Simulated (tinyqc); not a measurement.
# Heisenberg spin cluster by exact diagonalisation: multiplets, susceptibility, level crossings, step by step

A worked calculation. Computed by tinyqc, a small Python program that keeps every step. Command: `OMP_NUM_THREADS=1 python tinyqc.py 3023519 3023520 out.jsonl spincl walk`. One thread of a shared host (Intel(R) Xeon(R) Processor @ 2.30GHz), about 0.01 s of CPU time with the checks. Intermediate numbers are printed to about 6 digits and carried at full precision; extremes and crossings named in words are read from the listed rows.

H = J1 sum S_i.S_j over the bonds 1-2 - g mu_B B S_z; J > 0 is antiferromagnetic.

Inputs (values chosen for the exercise, for a model cluster):

| quantity | value | unit |
|---|---|---|
| exchange J1 | 1.09 | meV |
| g factor | 2.03 | - |
| temperature T | 3.8 | K |
| field B | 5.8 | T |

Cluster: dimer. Spin s of each site: 1.

Constants: k_B = 8.617333262e-05 eV/K; mu_B = 5.7883818060e-05 eV/T.

## The block with S_z = 0

Basis: products of m values. S_i.S_j = m_i m_j on the diagonal and (1/2) sqrt[s(s+1) - m_i(m_i+1)] sqrt[s(s+1) - m_j(m_j-1)], s the spin of a site, between states that differ by one flip up and one down.

H at B = 0 (meV):
```
       +1 -1  0 0  -1 +1
+1 -1  -1.09   1.09   0.00
+0 0   1.09   0.00   1.09
-1 +1   0.00   1.09  -1.09
```

## Multiplets

Every multiplet has one member in the block S_z = 0; diagonalise it and read the total spin from <S^2> = S (S + 1).

Levels at B = 0:

| E (meV) | total S | number of multiplets |
|---|---|---|
| -2.18 | 0 | 1 |
| -1.09 | 1 | 1 |
| 1.09 | 2 | 1 |

ground energy = -2.18 meV

gap to the next level = 1.09 meV

The ground state has S = 0; the next level has S = 1. The highest spin, S = 2, lies at 1.09 meV, s^2 times the sum of all J, s the spin of a site.

## Thermal averages at zero field

Z = sum k (2S + 1) exp(-E/(k_B T)) over the table, k the number of multiplets; <S^2> likewise with the factor S (S + 1); chi T = N_A g^2 mu_B^2 <S^2>/(3 k_B) = 0.125049 g^2 <S^2> cm^3 K/mol (cgs, per mole of clusters); C = (<E^2> - <E>^2)/(k_B T)^2; entropy = ln Z + <E>/(k_B T).

<S^2> = 0.195375

chi T = 0.100679 cm^3 K/mol

heat capacity = 0.990457 k_B

entropy = 0.427502 k_B

Free spins would give <S^2> = 4 and the entropy 2.197 k_B; chi T is 5 % of the free value.

## Magnetisation in the field

Each multiplet splits as E - g mu_B B m; <S_z> is the Boltzmann mean. The first level crossing is at the smallest (E_S - E_0)/(g mu_B (S - S_0)) over higher spins (0 if the ground state has the highest spin).

<S_z> = 0.217179

first crossing field = 9.27627 T

Linear response would give g mu_B B <S^2>/(3 k_B T) = 0.136.

## Susceptibility against the Curie-Weiss form

High-temperature form: chi T = C0/(1 - theta/T), C0 = 0.125049 g^2 n s (s + 1), k_B theta = -(2/3) s (s + 1) (sum of J over bonds)/n, n = 2; a dash where T <= 1.05 theta.

theta = -8.43262 K

Against temperature:

| T (K) | chi T (cm^3 K/mol) | Curie-Weiss | chi (cm^3/mol) | C (k_B) |
|---|---|---|---|---|
| 1.3 | 1.83859e-04 | 0.27533 | 1.41430e-04 | 0.01689 |
| 2.5 | 1.92652e-02 | 0.47136 | 7.70609e-03 | 0.46977 |
| 4.4 | 1.51474e-01 | 0.70676 | 3.44259e-02 | 1.07417 |
| 7.6 | 4.30897e-01 | 0.97711 | 5.66969e-02 | 1.02591 |
| 13.0 | 8.33354e-01 | 1.25026 | 6.41042e-02 | 0.78442 |
| 20.0 | 1.18464e+00 | 1.44992 | 5.92321e-02 | 0.46949 |
| 32.0 | 1.49630e+00 | 1.63136 | 4.67594e-02 | 0.21236 |
| 51.0 | 1.70699e+00 | 1.76880 | 3.34705e-02 | 0.08652 |
| 100.0 | 1.88292e+00 | 1.90096 | 1.88292e-02 | 0.02231 |
| 200.0 | 1.97309e+00 | 1.97786 | 9.86547e-03 | 0.00548 |

The Curie-Weiss form is within 3 % in the last 2 rows. chi passes a maximum, at 13 K among these rows, the mark of a singlet ground state; among these rows C is largest at 4.4 K, and the gap is 12.6 K.

Checks made by the program: the trace of H and the count of states (relative difference below 1e-10).
